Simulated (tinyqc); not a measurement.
Electron mobility in a silicon inversion layer, empirical terms and Matthiessen rule: one step of the calculation.

Inversion layer of sheet density Ns on a uniformly doped body, under a high-permittivity gate with an interlayer. The mobility terms are empirical power laws with prefactors chosen for the exercise; adding their inverses (Matthiessen) is itself an approximation.

Question. Mobility terms and their sum. With t = T/(300 K): muC = Ac (Ns/1e12 cm^-2) t/(Nb/1e17 cm^-3 + Nit/1e11 cm^-2), muP = Ap E^(-1/3) t^(-1.75), muS = As E^(-gs), muR = Ar exp(2 ti/lr)/t; 1/mu is the sum of the inverses.

Parameters, values chosen for the exercise; material values close to those of silicon: temperature T = 250 K; body doping Nb = 2e17 cm^-3; phonon-limited mobility at 1 MV/cm and 300 K Ap = 393 cm^2/(V s); roughness-limited mobility at 1 MV/cm As = 701 cm^2/(V s); exponent of the roughness term gs = 2; Coulomb prefactor Ac = 2600 cm^2/(V s); charge at the interface Nit = 2.3e11 cm^-2; remote-phonon mobility without interlayer Ar = 190 cm^2/(V s); interlayer thickness ti = 0.7 nm; decay length of remote phonons lr = 0.7 nm; inversion density Ns = 1.8e12 cm^-2.

E = 0.37423361 MV/cm

Find: terms; mu; shares of 1/mu.

Answer.

terms (cm^2/(V s)): Coulomb 907.0, phonon 750.3, roughness 5005, remote phonon 1685
mu = 309.7 cm^2/(V s)
shares of 1/mu (%): Coulomb 34.15, phonon 41.28, roughness 6.188, remote phonon 18.38

The phonon term limits most.

Program tinyqc, `OMP_NUM_THREADS=1 python tinyqc.py 2510058 2510059 out.jsonl`; Intel Xeon 2.30GHz, shared host, one thread, about 0.01 s.
